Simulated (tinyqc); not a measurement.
# Stillinger-Weber potential for a tetrahedral semiconductor, step by step

A worked calculation. Computed by tinyqc, a small Python program that keeps every step. Command: `OMP_NUM_THREADS=1 python tinyqc.py 3029083 3029084 out.jsonl swsi walk`. One thread of a shared host (Intel(R) Xeon(R) Processor @ 2.30GHz), about 0.03 s of CPU time with the checks. Intermediate numbers are printed to about 5 digits and carried at full precision; extremes and crossings named in words are read from the listed rows.

With x = r/sigma: pair term eps A (B x^-4 - 1) exp(1/(x - a)); for each pair of neighbours j, k of atom i, three-body term eps lambda exp(gamma/(x_ij - a) + gamma/(x_ik - a)) (cos theta_jik + 1/3)^2; both vanish beyond x = a. A = 7.049556277, B = 0.6022245584, a = 1.8.

Inputs (values chosen for the exercise, modelled on germanium):

| quantity | value | unit |
|---|---|---|
| energy scale eps | 1.975 | eV |
| length scale sigma | 2.183 | angstrom |
| three-body strength lambda | 28.4 | - |
| gamma | 1.3 | - |
| bond 1 of the trimer | 2.63 | angstrom |
| bond 2 of the trimer | 2.66 | angstrom |
| angle of the trimer theta | 129 | degrees |

displacement of one atom (angstrom): 0.0023  0.11  0.066

Constants: 1 eV/angstrom^3 = 160.2176634 GPa.

## A trimer

Atom 1 binds atoms 2 and 3 at the angle theta; the third side follows from the cosine rule. Sum the three pair terms and the three-body terms centred on each atom.

distance 2-3 = 4.7747 angstrom

pair terms (eV): 1-2 -1.8531, 1-3 -1.8126, 2-3 0.0000

three-body term at atom 1 = 0.059157 eV

three-body terms at atoms 2 and 3 = 0 eV

energy of the trimer = -3.6065 eV

The cut-off is 3.929 angstrom, so atoms 2 and 3 do not interact directly.

## The diamond lattice

All angles are tetrahedral, so only the pair term acts; its minimum lies at x = 2^(1/6) with depth eps, and second neighbours lie beyond the cut-off. a0 = 4 d/sqrt3; E = -2 eps per atom.

bond length d = 2.4503 angstrom

lattice constant a0 = 5.6588 angstrom

energy per atom = -3.95 eV

## Elastic constants and internal strain

Second derivatives of the energy per atom, volume a0^3/8: e_xx gives C11, e_xx = -e_yy gives 2 (C11 - C12), e_xy = e_yx = h/2 gives the unrelaxed C44(0). Under that shear the second sublattice shifts by u_z; minimising over u_z gives C44 = C44(0) - E_hu^2/(E_uu V) and Kleinman's zeta = |E_hu/E_uu|/(a0/4). The optical force constant is k = 4 E_uu, with M omega^2 = k at the zone centre.

C11 = 122.20 GPa

C12 = 61.400 GPa

unrelaxed C44(0) = 88.420 GPa

C44 = 45.682 GPa

internal strain zeta = 0.62708

optical force constant k = 30.710 eV/angstrom^2

Internal relaxation lowers C44 by 48 %. zeta = 1 would keep all bond lengths equal under shear and 0 would move atoms with the lattice; the value here is 0.63. Caution: the original fit to silicon is too soft in shear (C44) and too stiff for the optical mode.

## One atom displaced in the eight-atom cell

Cubic cell of side a0 with periodic images; atoms 1 to 4 at (0,0,0), (0,1/2,1/2), (1/2,0,1/2), (1/2,1/2,0), atoms 5 to 8 shifted by (1/4,1/4,1/4). Atom 5 is moved by u. Forces are minus the gradient of the total energy.

bond lengths from atom 5 to atoms 1 to 4 (angstrom): 2.5544  2.3514  2.4776  2.4268

rise of the pair energy = 0.094721 eV

three-body energy = 0.027385 eV

forces (eV/angstrom):
```
              x        y        z
atom 5   0.1259  -1.6322  -0.9791
atom 1   0.3676   0.5261   0.4668
atom 2  -0.4918   0.6343   0.5696
atom 3  -0.1099   0.2501  -0.0045
atom 4   0.1013   0.2736  -0.0227
```

Bond bending carries 22 % of the energy rise. The four neighbours take up a total force of 1.968 against 1.908 eV/angstrom on atom 5; the difference acts on atoms 6 to 8.

## Diamond against structures with more neighbours

Each structure is relaxed in its neighbour distance d (lowest minimum for d between sigma and 1.7 sigma), with all neighbours inside the cut-off, second shells too where they fall inside.

Energies per atom (eV):

| structure | first neighbours | d (angstrom) | pair | three-body | total | volume (angstrom^3) |
|---|---|---|---|---|---|---|
| diamond | 4 | 2.4503 | -3.9500 | 0.0000 | -3.9500 | 22.651 |
| simple cubic | 6 | 2.7259 | -5.1224 | 1.3386 | -3.7838 | 20.255 |
| bcc | 8 | 2.9027 | -6.2138 | 2.1469 | -4.0668 | 18.828 |
| fcc | 12 | 3.0321 | -6.1467 | 2.1421 | -4.0046 | 19.711 |

The order is bcc < fcc < diamond < simple cubic, the lowest two 0.062 eV apart. Against diamond the pair energy changes by -1.17 (simple cubic), -2.26 (bcc), -2.20 (fcc) eV, while angles away from 109.47 degrees cost 1.34, 2.15, 2.14 eV; the bonds stretch to 3.03 angstrom in fcc to weaken that penalty. With lambda = 28.4 and gamma = 1.3 (21 and 1.2 in the original fit to silicon) the three-body term, which a larger gamma damps, does not keep diamond lowest, unlike the element itself.

Checks made by the program: lattice sum at a0 (relative difference below 1e-10); B from the pair term alone, phi''(d)/(3 a0), against (C11 + 2 C12)/3 (relative difference 5e-07).
